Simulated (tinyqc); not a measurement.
Global model of a low-pressure process discharge: electron temperature, density, ion flux and ion energy: one step, computed by the program tinyqc. Command: `OMP_NUM_THREADS=1 python tinyqc.py 3113619 3113620 out.jsonl plasma walk`. One thread of a shared host (Intel(R) Xeon(R) Processor @ 2.30GHz), about 0.01 s of CPU time with the checks.

Maxwellian electrons with temperature T_e in eV, one positive ion, no negative ions, uniform bulk density n; rate constants have the Arrhenius form.

Task: Energy per pair and density. E_c = E_iz + (X0 exp(-E_ex/T_e) E_ex + K_el (3 m_0/M) T_e)/K_iz; wall potential V_s = (T_e/2) ln(M/(2 pi m_0)); E_T = E_c + 2 T_e + T_e/2 + V_s; n = P/(e u_B A_eff E_T); ion current density J = e h_L n u_B; ionised share n/n_g.

Inputs (values chosen for the exercise, of the order of those of an inductive discharge in a simple atomic gas): ion mass M = 35.5 u; ionisation energy E_iz = 16.6 eV; excitation prefactor X0 = 2.4e-14 m^3/s; excitation energy E_ex = 9.23 eV; elastic rate constant K_el = 6.6e-14 m^3/s; gas temperature T_g = 500 K; absorbed power P = 2100 W.

T_e = 3.982222 eV

K_iz = 6.499513e-16 m^3/s

Bohm velocity u_B = 3289.873 m/s

A_eff = 990.4263 cm^2

h_L = 0.4009467

gas density n_g = 7.242971e+19 1/m^3

Constants: m_0 = 9.1093837015e-31 kg; u = 1.6605390666e-27 kg; e = 1.602176634e-19 C.

Give: collisional loss per pair E_c; wall potential V_s; E_T; plasma density n; ion current density J; ionised share.

Result:

collisional loss per pair E_c = 50.19 eV

wall potential V_s = 18.40 V

E_T = 78.54 eV

plasma density n = 5.122e+11 1/cm^3

ion current density J = 10.82 mA/cm^2

ionised share = 0.007071

Collisions take 64 % of the power and the walls the rest. T_e came from the particle balance alone; the power sets only n.
